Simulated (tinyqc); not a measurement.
Three surfaces against bond counting: Gupta-type many-body potential for a metal. Computed by tinyqc, a small Python program. Command: `OMP_NUM_THREADS=1 python tinyqc.py 3012805 3012806 out.jsonl gupta walk`. One thread of a shared host (Intel(R) Xeon(R) Processor @ 2.30GHz), about 0.01 s of CPU time with the checks.

E_i = sum_j A exp(-p (r_ij/r0 - 1)) - xi rho_i^gamma, with rho_i = sum_j exp(-2 q (r_ij/r0 - 1)); gamma = 1/2 is the tight-binding second-moment form. The crystal is fcc unless stated; d is the neighbour distance and a fixed number of shells is kept.

Inputs (values chosen for the exercise, modelled on lead):

| quantity | value | unit |
|---|---|---|
| repulsion A | 0.101 | eV |
| hopping xi | 0.94 | eV |
| decay p | 9.65 | - |
| decay q | 3.75 | - |
| reference distance r0 | 3.501 | angstrom |
| shells kept | 2 | - |
| embedding exponent gamma | 0.5 | - |

Constants: 1 eV/angstrom^3 = 160.2176634 GPa; 1 eV/angstrom^2 = 16.02176634 J/m^2.

Method:
- fcc shells: d sqrt(k), k = 1..5, with 12, 6, 24, 12, 24 atoms; Omega = d^3/sqrt2.
- Equilibrium: dE/dd = 0; B = d^2 E''(d)/(9 Omega).
- Cut the crystal without relaxation; an atom in layer l keeps the neighbours that lie below the surface plane. Excess = E_i + E_c. Surface energy = sum of excesses over the layers, divided by the area per surface atom: (sqrt3/2) d^2 for (111), d^2 for (100), sqrt2 d^2 for (110).
- Bond counting with pair bonds charges E_c/12 for each missing nearest neighbour: 3, 4 and 6 per surface cell.

neighbour distance d = 3.47111 angstrom

cohesive energy E_c = 2.07201 eV

Surfaces:

| face | missing bonds | excess (eV) | bond counting (eV) | ratio | surface energy (J/m^2) |
|---|---|---|---|---|---|
| (111) | 3 | 0.13137 | 0.5180 | 0.25360 | 0.20171 |
| (100) | 4 | 0.17974 | 0.6907 | 0.26025 | 0.23902 |
| (110) | 6 | 0.28757 | 1.0360 | 0.27757 | 0.27039 |

What follows from these numbers?

The order of surface energies is (111) < (100) < (110), with (110)/(111) = 1.341 against 1.225 from counting first-neighbour bonds. The excess is 0.25 to 0.28 of the bond-counting value: atoms with fewer neighbours have stronger bonds. Further shells enter the excess but not the count. Caution: relaxation, left out here, lowers surface energies. Caution: fitted second-moment potentials usually give surface energies well below measured ones.
